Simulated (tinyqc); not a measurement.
From temperature at which regrowth ends back to regrowth energy E_a: implant damage, amorphisation by cascade overlap, and solid-phase epitaxial regrowth. Computed by tinyqc, a small Python program. Command: `OMP_NUM_THREADS=1 python tinyqc.py 3112029 3112030 out.jsonl sper inv`. One thread of a shared host (Intel(R) Xeon(R) Processor @ 2.30GHz), about 0.03 s of CPU time with the checks.

Range and width of the damage are inputs. Dynamic annealing enters only through the surviving share f.

Inputs (values chosen for the exercise, modelled on antimony ions in silicon):

| quantity | value | unit |
|---|---|---|
| atomic density N | 49.9 | 1/nm^3 |
| ion Z1 | 51 | - |
| ion mass M1 | 121.8 | u |
| target Z2 | 14 | - |
| target mass M2 | 28.09 | u |
| ion energy E | 54 | keV |
| displacement energy E_d | 15 | eV |
| depth of the damage peak R_d | 26 | nm |
| width of the damage profile s_d | 13 | nm |
| share of defects that survive f | 0.9 | - |
| critical displaced share x_c | 0.13 | - |
| dose Q | 6.8e+14 | 1/cm^2 |
| regrowth prefactor v0 | 3.4e+15 | nm/s |
| anneal temperature | 516 | C |
| rate relative to (100) | 0.04 | - |
| peak enhancement by the dopant | 6.9 | - |
| ramp rate | 3.3 | K/s |

Constants: a_0 = 0.529177210903 angstrom; e^2/(4 pi eps_0) = 14.39964548 eV angstrom; k_B = 8.617333262e-05 eV/K.

Method:
- Robinson partition: eps = E a M2/(Z1 Z2 (e^2/(4 pi eps_0)) (M1 + M2)), a = 0.8853 a_0/sqrt(Z1^(2/3) + Z2^(2/3)); k = 0.0793 Z1^(2/3) Z2^(1/2) (M1 + M2)^(3/2)/((Z1^(2/3) + Z2^(2/3))^(3/4) M1^(3/2) M2^(1/2)); damage energy T_d = E/(1 + k (eps + 0.40244 eps^(3/4) + 3.4008 eps^(1/6))); displacements nu = 0.8 T_d/(2 E_d).
- Displaced share x(z) = f nu Q exp(-(z - R_d)^2/(2 s_d^2))/(sqrt(2 pi) s_d N); the layer is amorphous where x > x_c, between R_d -/+ s_d sqrt(2 ln(x_max/x_c)), the upper edge being cut at the surface. Threshold dose Q_c = Q x_c/x_max.
- v = v0 x orientation factor x exp(-E_a/(k_B T)) x [1 + (enhancement - 1) exp(-(z - R_d)^2/(2 s_d^2))], T = anneal temperature + 273.15 K; the dopant is taken to follow the damage profile; the lower front moves from the lower edge z2 to the surface, or to the middle (z1 + z2)/2 of a buried layer with upper edge z1; time = int dz/v; the equivalent undoped distance is that time times the undoped velocity.
- On a linear ramp from 200 C regrowth ends at the T_f where int v_undoped dT/(ramp rate) equals the equivalent undoped distance.

Problem. A run gave the result below. Find the regrowth energy E_a, known to lie between 2.1 and 2.9 eV.

temperature at which regrowth ends = 614.5091 C

Solution.

Each step takes the trial c = (a f_b - b f_a)/(f_b - f_a), f being the result less the target and a, b, c the logarithms of the listed values; c replaces end b, the old b replaces a if the sign of f changed, and otherwise f_a is halved.

Scan of the range:

| regrowth energy E_a (eV) | temperature at which regrowth ends (C) |
|---|---|
| 2.10 | 500.088 |
| 2.22 | 542.918 |
| 2.34 | 585.680 |
| 2.47 | 631.935 |
| 2.60 | 678.119 |
| 2.75 | 731.326 |
| 2.90 | 784.450 |

False position (Illinois rule, in the logarithm of the input) inside the bracket:

| step | end a | end b | trial | temperature at which regrowth ends (C) |
|---|---|---|---|---|
| 1 | 2.34000 | 2.47000 | 2.42020 | 614.223 |
| 2 | 2.47000 | 2.42020 | 2.42099 | 614.506 |
| 3 | 2.47000 | 2.42099 | 2.42101 | 614.512 |
| 4 | 2.42099 | 2.42101 | 2.42100 | 614.509 |

Temperature at which regrowth ends rises at every point of a 13-point scan of the range (every second point is shown), so one value fits; it is bracketed by 2.34 and 2.47. Answer: regrowth energy E_a = 2.421 eV.

Caution: regrowth on (111) is not only slow but leaves twins, which a single velocity does not describe.
